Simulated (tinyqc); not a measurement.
Inside a calculation: charge neutrality level from zone-averaged pseudopotential bands. Values are carried at full precision from step to step, so a last printed digit may differ when a step is redone from the rounded ones.

Empirical pseudopotential on the fcc lattice, atoms at +/- tau, tau = a (1,1,1)/8, no spin-orbit coupling. H(G,G') = c (2 pi/a)^2 |k + G|^2 delta + VS(q) cos(q.tau) + i VA(q) sin(q.tau), q = G - G', c = hbar^2/2m0; k and G in units of 2 pi/a; VS at |q|^2 = 3, 8, 11 and VA at 3, 4, 11, in rydberg, zero elsewhere. At each k the basis holds all G with |k + G|^2 up to 16; energies are counted from the fourth level at Gamma.

Mesh: k = sum_i (n_i + 1/2)/N b_i, n_i = 0 ... N - 1, b = (-1,1,1), (1,-1,1), (1,1,-1); points with the same sorted |kx|, |ky|, |kz| after folding to the shortest k + G are joined, with their count as weight. Neutrality (branch-point) level: E_N = (1/2) mean over k of [E5 + (E3 + E4)/2], E_n the n-th level from below.

Constants: hbar^2/2m0 = 3.80998211 eV angstrom^2; Ry = 13.60569312 eV.

Parameters, chosen for this exercise (classic local form factors of the size used for Si, without spin-orbit coupling; not measured data):

| symbol | value | unit | meaning |
|---|---|---|---|
| a | 5.416 | angstrom | lattice constant |
| VS | (-0.21, 0.039, 0.081) | Ry | symmetric form factors |
| VA | (0, 0, 0) | Ry | antisymmetric form factors |
| mesh | 3 |  | points along each reciprocal vector |

## Levels on the mesh

Diagonalise at each joined point.

Levels (eV):

| kx | ky | kz | weight | E3 | E4 | E5 | E6 |
|---|---|---|---|---|---|---|---|
| 0.1667 | 0.1667 | 0.1667 | 2 | -0.4541 | -0.4541 | 2.8512 | 4.0849 |
| 0.5000 | 0.1667 | 0.1667 | 6 | -2.1061 | -1.8526 | 2.3219 | 4.5419 |
| 0.5000 | 0.5000 | 0.1667 | 6 | -3.2514 | -1.3778 | 2.8714 | 4.5793 |
| 0.5000 | 0.5000 | 0.5000 | 1 | -1.2946 | -1.2946 | 1.8167 | 3.9435 |
| 0.8333 | 0.1667 | 0.1667 | 6 | -3.8684 | -2.7296 | 1.2647 | 3.0293 |
| 0.8333 | 0.5000 | 0.1667 | 6 | -4.2671 | -2.9363 | 3.6855 | 4.0885 |

## Gaps

Level 5 at Gamma, at the lowest of (f,0,0) with f = 0.8, 0.85, 0.9, 1, and at (1/2,1/2,1/2).

gaps to Gamma, Delta/X, L (eV): 3.3748  0.7477  1.8167

## The neutrality level

Energies are counted from the valence top at Gamma. E_N = (1/2) weighted mean of [E5 + (E3 + E4)/2]. Compare with half the smallest indirect gap, min(Delta/X, L)/2, and give the barrier for electrons in the limit of full pinning, min(gaps) - E_N.

mean of E5 = 2.5326 eV
mean of (E3 + E4)/2 = -2.5693 eV
E_N = -0.0183 eV
half the indirect gap = 0.3739 eV
pinned barrier for electrons = 0.7661 eV

E_N lies below the valence top by 0.018 eV. The two estimates differ by 0.39 eV; both rules are good to a few tenths of an eV only, so a position within that distance of a band edge or of mid-gap is not settled. Local form factors place the indirect gaps only to a few tenths of an eV, and E_N moves with them. Spin-orbit coupling, left out, would lift the valence top by a third of its splitting.

## Checks

- Sum of the weights against N^3: both 27.

Program tinyqc; command `OMP_NUM_THREADS=1 python tinyqc.py 1880365 1880366 out.jsonl`; about 0.08 s on one thread of a shared Intel(R) Xeon(R) Processor @ 2.30GHz.
